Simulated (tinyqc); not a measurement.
Vacuum evaporation: vapour pressure, source flux, thickness distribution, purity and step coverage: one step, computed by the program tinyqc.

Molecular flow, unit sticking of the metal, no re-evaporation. The background gas is taken as water vapour (18.015 g/mol, collision diameter 0.37 nm) at 300 K.

Question. Offset source and rotation. Rotating wafer, source offset by s and facing upwards: thickness at radius r is the mean over the angle a of (1 + (r^2 + s^2 - 2 r s cos a)/h^2)^(-(n + 3)/2), by 360 equal steps; non-uniformity (max - min)/(max + min) over 21 radii from 0 to R.

Inputs (values chosen for the exercise, modelled on nickel, with constants for the liquid): directionality n = 3; source-to-wafer distance h = 32 cm; wafer radius R = 5 cm; source offset from the axis s/h = 0.93.

Give: centre thickness relative to an axial source; edge over centre, rotating; non-uniformity, rotating.

Answer.

centre thickness relative to an axial source = 0.15418

edge over centre, rotating = 1.0331

non-uniformity, rotating = 1.6303 %
